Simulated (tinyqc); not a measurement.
What each parameter does: Gamma, L and X subbands of a thin body with non-parabolic valleys.

Hard walls, flat band, c = hbar^2/2m0, energies from the bulk Gamma edge. For a valley at angle theta to the normal 1/m_z = cos^2/ml + sin^2/mt and m_d = sqrt(ml mt^2/m_z). Subband n starts at E_v + e with e (1 + a e) = c (n pi/t)^2/m_z, and its density-of-states mass is taken as m_d (1 + 2 a e), without further growth at higher in-plane energy. Groups are named by valley and degeneracy.

n_i = g m/(2 pi c) kB T ln(1 + exp((EF - E_i)/kB T)), sum n_i = Ns (1e12/cm^2 = 1e-4/angstrom^2), c = hbar^2/2m0. Quantum capacitance Cq = 1602.176634 sum g m/(2 pi c) f_i in microfarad/cm^2 with f_i = 1/(1 + exp((E_i - EF)/kB T)); Cox = 34.5313/eot (one gate); C/Cox = Cq/(Cq + Cox), the centroid term left out.

Constants: hbar^2/2m0 = 3.80998211 eV angstrom^2; kB = 8.617333262e-05 eV/K.

Values chosen for the exercise (near those of a thin InP channel; not measured data): face = 100 (surface); mG = 0.0805 m0 (Gamma mass); aG = 0.59 1/eV (Gamma non-parabolicity); EL = 0.607 eV (L edge above Gamma); mL = (1.659, 0.096) m0 (L valleys (four, along <111>): ml, mt); EX = 0.904 eV (X edge above Gamma); mX = (0.868, 0.262) m0 (X valleys (three, along <100>): ml, mt); aS = 0.64 1/eV (non-parabolicity of L and X); Ns = 3.1 x 1e12/cm^2 (sheet density); T = 300 K (temperature); eot = 8 angstrom (equivalent oxide thickness); t = 40 angstrom (body thickness).

n = 1 to 8 of all groups.

One parameter was then changed.

Results before and after:
```
case     lowest edge (eV)  EF (eV)  Gamma share (%)  C/Cox
base                0.254    0.323            100.0  0.603
changed             0.254    0.323            100.0  0.532
```

Which of these changes was made? (a) T = 250 K; (b) t = 34 angstrom; (c) eot = 6 angstrom; (d) aG = 0.41 1/eV; (e) Ns = 4.65 x 1e12/cm^2; (f) EL = 0.657 eV; (g) mG = 0.0926 m0.

Answer: (c) eot = 6 angstrom. Of the candidates, run in turn, only this one gives the changed row.

All candidates:
```
case                   lowest edge (eV)  EF (eV)  Gamma share (%)  C/Cox
base                              0.254    0.323            100.0  0.603
t = 34 angstrom                   0.337    0.401            100.0  0.617
mG = 0.0926 m0                    0.224    0.285            100.0  0.624
aG = 0.41 1/eV                    0.263    0.338            100.0  0.590
EL = 0.657 eV                     0.254    0.323            100.0  0.603
Ns = 4.65 x 1e12/cm^2             0.254    0.360            100.0  0.615
eot = 6 angstrom                  0.254    0.323            100.0  0.532
T = 250 K                         0.254    0.324            100.0  0.610
```

Computed by tinyqc, a small Python program: `OMP_NUM_THREADS=1 python tinyqc.py 1281992 1281993 out.jsonl` (the numbers bound the seed that draws the inputs); one thread of a shared host (Intel(R) Xeon(R) Processor @ 2.30GHz), about 0.02 s for the whole set of steps.
